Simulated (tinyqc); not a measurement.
Solid against vapour: precursor delivery by bubblers, mass-transport growth and the solid composition of a III-V alloy. Computed by tinyqc, a small Python program. Command: `OMP_NUM_THREADS=1 python tinyqc.py 3002920 3002921 out.jsonl movpe_thermo walk`. One thread of a shared host (Intel(R) Xeon(R) Processor @ 2.30GHz), about 0.02 s of CPU time with the checks.

1 sccm = 44.615 micromol/min; 1 torr = 133.322 Pa. The sources decompose fully at the surface.

Inputs (values chosen for the exercise, modelled on triethylgallium (source 1) and trimethylindium (source 2) for the vapour pressures): growth temperature T = 970 K; interaction L0 of the solid = 11 kJ/mol; exchange energy dG_x of AC + (1/2) D2 -> AD + (1/2) C2 = 8.8 kJ/mol.

Alloy: mixing on the group-V sites.

Constants: R = 8.314462618 J/(mol K).

Method. At high V/III the group-V pressures at the surface equal those supplied, as dimers: p_D2/p_C2 = x_v/(1 - x_v). Equilibrium of the solid AC(1-x)D(x), A standing for the mix of both group-III metals: ln[x/(1 - x)] + L0 (1 - 2x)/(R T) = -dG_x/(R T) + (1/2) ln[x_v/(1 - x_v)].

Composition:

| x_v | x | x for L0 = 0 | x/x_v |
|---|---|---|---|
| 0.02 | 0.01253 | 0.04578 | 0.62666 |
| 0.05 | 0.02040 | 0.07153 | 0.40800 |
| 0.10 | 0.03014 | 0.10068 | 0.30136 |
| 0.25 | 0.05437 | 0.16241 | 0.21748 |
| 0.50 | 0.10180 | 0.25141 | 0.20361 |
| 0.75 | 0.20760 | 0.36776 | 0.27680 |
| 0.90 | 0.50588 | 0.50187 | 0.56209 |
| 0.95 | 0.73582 | 0.59414 | 0.77455 |
| 0.98 | 0.86379 | 0.70157 | 0.88142 |

What does the comparison show, and why?

dG_x = 8.8 kJ/mol favours AC: at x_v = 1/2 the ideal solid has x = 0.251. The positive L0 pushes x away from 1/2, to 0.102, and steepens the curve near x = 1/2; at L0 = 2 R T = 16.1 kJ/mol the slope would diverge.
